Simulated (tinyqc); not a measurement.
# Thin-body transistor below threshold, two-dimensional Poisson equation on a small mesh: effects of single changes

A thin body on a thick buried insulator of low permittivity, taken as carrying no normal field at the bottom of the body (row 0). Mobile charge is neglected (subthreshold), the body is fully depleted, and potentials are counted from the intrinsic level; rows run upward to the gate, columns from source to drain.

Parameters, values chosen for the exercise; semiconductor permittivity close to that of germanium: temperature T = 400 K; relative permittivity of the semiconductor eps_r = 15.8; relative permittivity of the insulator eox = 25; body thickness tb = 6 nm; insulator thickness tox = 3.4 nm; channel length L = 27 nm; acceptor density of the depleted body Na = 0 cm^-3; potential of the source Vbi = 0.5 V; gate offset Vfb = -0.04 V; gate voltage Vg = 0.1 V; drain voltage Vd = 0.5 V.

Constants: q = 1.602176634e-19 C, kB = 1.380649e-23 J/K, Vt = kB T/q, eps0 = 8.8541878128e-14 F/cm where lengths are in cm. Results are converted to the units shown.

Each table varies one quantity; the others keep the values above.

## Choice of the relaxation factor

Mesh: rows i = 0..3 in the semiconductor (step hs = tb/3, row 3 on the interface), then 2 step(s) ho = tox/2 up to the gate row 5; columns j = 0..7 (step hy = L/7). Box integration, divided by eps0: up_i = eps hy/h of the interval above row i, dn_i = that of the interval below (0 for row 0), lat_i = (sum of eps h/2 over the intervals above and below)/hy, s_i = -q Na w_i hy/eps0 with w_i the semiconductor height of the box (hs/2 for row 0 and the interface row, hs between, 0 in the insulator). Each free node obeys (up + dn + 2 lat) psi = up psi(above) + dn psi(below) + lat [psi(left) + psi(right)] + s. Fixed values: gate row Vg - Vfb; column 0 at Vbi and the last column at Vbi + Vd in the semiconductor, each running linearly to Vg - Vfb across the insulator. Sweeps go row by row from row 0, left to right, psi(new) = psi + omega (t - psi) with t the value that solves the node equation for the newest neighbours; free nodes start at zero; stop when the largest change is below 1e-7 V.

Choice of the relaxation factor:
```
omega,sweeps
1,91
1.1,75
1.2,60
1.3,48
1.4,35
1.5,27
1.6,34
1.7,47
1.8,72
1.9,149
```

Gauss-Seidel (omega = 1) takes 91 sweeps; the fewest, 27, are at omega = 1.5, and omega = 1.9 takes 149. The Jacobi matrix of this mesh has spectral radius rho = 0.9256, so theory puts the best factor at 2/(1 + sqrt(1 - rho^2)) = 1.45.

## Effect of the gate voltage

Mesh: rows i = 0..12 in the semiconductor (step hs = tb/12, row 12 on the interface), then 8 step(s) ho = tox/8 up to the gate row 20; columns j = 0..80 (step hy = L/80). The system is solved directly. On row 0 the minimum of psi and its place come from a parabola through the three lowest nodes; barrier = Vbi - minimum, swing = Vt ln 10/(d psi/dVg), DIBL = (d psi/dVd)/(d psi/dVg) there. Lambda = pi/k with k the smallest positive root of tan(k tox) tan(k tb) = eox/eps_r.

Result of one run:
```
Vg (V),L/Lambda,barrier (V),place y/L,swing (mV/decade),DIBL (mV/V)
0.2,1.619,0.1719,0.3906,103.1,73.44
```

What becomes of these results when the gate voltage Vg is changed from 0.2 to -0.2 V, all else the same?

Result of the changed run:
```
Vg (V),L/Lambda,barrier (V),place y/L,swing (mV/decade),DIBL (mV/V)
-0.2,1.619,0.4859,0.4427,100.2,93.66
```

The whole series:
```
Vg (V),L/Lambda,barrier (V),place y/L,swing (mV/decade),DIBL (mV/V)
-0.2,1.619,0.4859,0.4427,100.2,93.66
-0.12,1.619,0.4226,0.4368,100.4,91.05
-0.04,1.619,0.3594,0.4295,100.7,87.95
0.04,1.619,0.2965,0.4202,101.2,84.17
0.12,1.619,0.2339,0.4079,101.9,79.48
0.2,1.619,0.1719,0.3906,103.1,73.44
```

As Vg goes from -0.2 to 0.2 V, the barrier falls from 0.486 to 0.172 V, the swing rises from 100 to 103 mV a decade and DIBL falls from 93.7 to 73.4 mV/V; the ideal swing is 79.4. The barrier top moves from y/L = 0.443 to 0.391, towards the source. At Vg = 0.2 V the barrier is under 6 Vt, so mobile charge, neglected here, begins to count.

## Effect of the acceptor density of the depleted body

Same model as above.

Effect of the acceptor density of the depleted body:
```
Na (cm^-3),L/Lambda,barrier (V),place y/L,swing (mV/decade),DIBL (mV/V)
0,1.619,0.2495,0.4114,101.7,80.76
5e17,1.619,0.2642,0.4137,101.5,81.63
1e18,1.619,0.2788,0.4159,101.4,82.47
2e18,1.619,0.3082,0.4199,101.2,84.04
3e18,1.619,0.3376,0.4235,101.0,85.49
5e18,1.619,0.3964,0.4299,100.7,88.09
```

What does the comparison show?

As Na goes from 0 to 5e18 cm^-3, the barrier rises from 0.250 to 0.396 V, the swing falls from 102 to 101 mV a decade and DIBL rises from 80.8 to 88.1 mV/V; the ideal swing is 79.4. The barrier top moves from y/L = 0.411 to 0.430, towards the middle.

tinyqc, about 0.1 s, one thread, Intel Xeon 2.30GHz (shared host): `OMP_NUM_THREADS=1 python tinyqc.py 2480101 2480102 out.jsonl`
